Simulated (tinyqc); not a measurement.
AlGaN/GaN HEMT with access regions, lumped model: two steps of the calculation.

A polarisation-induced electron sheet under a Schottky gate, in series with two ungated access regions and contacts. Drift law v = mu E/(1 + mu E/vs) under the gate. Currents in mA/mm, resistances in ohm mm. No self-heating, no channel-length modulation; fits for polarisation, barrier and offset are chosen for the exercise.

Values chosen for this exercise; values close to those of AlGaN/GaN structures: aluminium share of the barrier x = 0.2; barrier thickness d = 25 nm; relative permittivity of barrier and channel eps_r = 9.1; channel mobility mu = 1400 cm^2/(V s); saturation velocity vs = 1.4e7 cm/s; gate length Lg = 0.25 um; source access length Ls = 0.5 um; drain access length Ld = 2 um; resistance of each contact Rc = 0.21 ohm mm; share of the drain-access electrons removed by traps ft = 0; gate voltage Vg = -1 V; drain voltage Vd = 2 V; critical field Ec = 3.1 MV/cm; depth over which the depleted charge spreads te = 0.18 um; insulator under the field plate tf = 300 nm; relative permittivity of that insulator ei = 7.5.

Constants: q = 1.602176634e-19 C, eps0 = 8.8541878128e-14 F/cm where lengths are in cm. Results are converted to the units shown.

Task 1. Drain current. Access resistance R(L, n) = L/(q mu n sqrt(1 - (I/(q n vs))^2)); Rs = Rc + R(Ls, n0), Rd = Rc + R(Ld, (1 - ft) n0). Vg' = Vg - I Rs, Vd' = Vd - I (Rs + Rd); with u = Vg' - VT, Vc = vs Lg/mu and w the smaller of Vd' and Vc [sqrt(1 + 2 u/Vc) - 1] (0 if negative), the channel gives (mu Cb/Lg)(u w - w^2/2)/(1 + w/Vc). I(new) = I + 0.5 (channel current - I).

I at the start = 670 mA/mm
VT = -4.4567452 V
Cb = 0.32229244 uF/cm^2
n0 = 8.9651492e12 cm^-2

Give: Rs; Rd; Vg'; Vd'; channel current; I after iteration 1.

Result 1.

Rs = 0.4737 ohm mm
Rd = 1.265 ohm mm
Vg' = -1.317 V
Vd' = 0.8352 V
channel current = 945.2 mA/mm
I after iteration 1 = 807.6 mA/mm

Task 2. On-resistance and breakdown. sigma = (5e13 x + 1.6e13 x^2) cm^-2, phiB = 0.84 + 1.3 x, dEc = 0.7 (1.71 x + x^2) in volts, Cb = eps0 eps_r/d, VT = phiB - dEc - q sigma/Cb, access density n0 = -Cb VT/q. Ron = 2 Rc + Ls/(q mu n0) + Ld/(q mu (1 - ft) n0) + Lg/(mu Cb (Vg - VT)). Off state: a depleted stretch that holds the voltage V has the peak field sqrt(k V), k = 2 q n0/(eps0 eps_r te), so one edge holds V1 = Ec^2/k. The sheet under the plate pinches off at Vf = q n0 (1/Cb + tf/(eps0 ei)); beyond it the gate edge is screened. BV = V1 if Vf >= V1, else Vf + V1, and at most Ec Ld. Specific resistance Ron (Ls + Lg + Ld); figure of merit BV^2 over it.

Find: Ron; Vf; V1; BV; specific resistance; figure of merit.

Result 2.

Ron = 1.823 ohm mm
Vf = 69.35 V
V1 = 48.52 V
BV = 48.52 V
specific resistance = 0.05015 mohm cm^2
figure of merit = 46.94 MW/cm^2

The plate pinches off too late to screen the gate edge, so it adds nothing.

Program tinyqc, `OMP_NUM_THREADS=1 python tinyqc.py 2570115 2570116 out.jsonl`; Intel Xeon 2.30GHz, shared host, one thread, about 0.02 s.
